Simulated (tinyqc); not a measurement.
X-ray reflectivity of a thin film on silicon: critical angles, Parratt recursion, fringes and roughness: one step, computed by the program tinyqc. Command: `OMP_NUM_THREADS=1 python tinyqc.py 3120134 3120135 out.jsonl xrr walk`. One thread of a shared host (Intel(R) Xeon(R) Processor @ 2.30GHz), about 0.01 s of CPU time with the checks.

n = 1 - delta + i beta; the classical electron radius is r_e = 2.8179403e-6 nm. Layer 0 is vacuum, 1 the film, 2 the substrate.

Question. Reflectivity at one angle. k_j = (2 pi/lambda) sqrt(sin^2 theta - 2 delta_j + 2 i beta_j); r_ij = (k_i - k_j)/(k_i + k_j) x exp(-2 k_i k_j sigma^2) (Nevot-Croce); r = (r_01 + r_12 p)/(1 + r_01 r_12 p), p = exp(2 i k_1 d); R = |r|^2.

Inputs (values chosen for the exercise, modelled on a porous low-k film on silicon, copper K-alpha radiation):
```
quantity                              value     unit
wavelength lambda                   0.15406       nm
film thickness d                       23.4       nm
roughness of the surface sigma_1       0.11       nm
roughness of the interface sigma_2     0.71       nm
grazing angle theta                   0.971  degrees
```

Constants:
```
layer      rho_e (1/nm^3)         delta          beta  critical angle (degrees)  q_c (1/nm)
film             396.1726  4.217121e-06  4.217121e-08                 0.1663971   0.2368880
substrate        711.4015  7.572626e-06  1.741704e-07                 0.2229774   0.3174375
```

Give: k_0, k_1, k_2; 1000 r_01; 1000 r_12; p; reflectivity R; q = 4 pi sin(theta)/lambda.

Answer.

k_0, k_1, k_2 (1/nm): 0.6911  0.6809+0.0001i  0.6727+0.0004i

1000 r_01 = 7.368-0.075i

1000 r_12 = 3.839-0.155i

p = 0.8957+0.4337i

reflectivity R = 1.203e-04

q = 4 pi sin(theta)/lambda = 1.382 1/nm
